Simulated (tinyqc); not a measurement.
Microkinetic model of low-temperature epitaxy from hydride gases: adsorption, hydrogen desorption and rate control: one step, computed by the program tinyqc.

Each hydride molecule needs two free sites and leaves four hydrogen atoms, of which two leave at once as H2; theta is the hydrogen coverage, the site density is 6.78 per nm^2 and one layer is 1.358 angstrom thick.

Task: Rate constants. Flux per site F = p/(sqrt(2 pi M k_B T) x 6.78e18 per m^2), M = 32.12 u (silane), 76.63 u (germane), 2.016 u (hydrogen); s = s0 exp(-E_s/(k_B T)); k_S = s F_S, k_G = r_G s F_G; germanium fraction x = k_G/(k_S + k_G); k = k_S + k_G; k_H = s_H F_H; k_d = nu_d exp(-(E_d - dE x)/(k_B T)). Temperatures in kelvin are T(C) + 273.15.

Inputs (values chosen for the exercise, close to those used for silane and germane on Si(001)):
```
quantity                                           value  unit
silane pressure p_S                                0.011    Pa
sticking prefactor of silane s0                    0.066     -
adsorption barrier E_s                              0.25    eV
desorption prefactor nu_d                        4.4e+11   1/s
desorption energy on silicon E_d                    2.16    eV
hydrogen carrier pressure p_H                          0    Pa
sticking of hydrogen s_H                         5.1e-08     -
temperature T                                        560     C
germane pressure p_G                             0.00017    Pa
sticking ratio of germane to silane r_G              1.9     -
lowering of E_d per unit germanium fraction, dE     0.36    eV
```

Film: silicon-germanium. Order of hydrogen desorption: first.

Constants: k_B = 8.617333262e-05 eV/K; u = 1.6605390666e-27 kg; k_B = 1.380649e-23 J/K.

Give: k; germanium fraction x; k_H; k_d.

Result:

k = 0.05403 1/s

germanium fraction x = 0.01866

k_H = 0 1/s

k_d = 0.04150 1/s
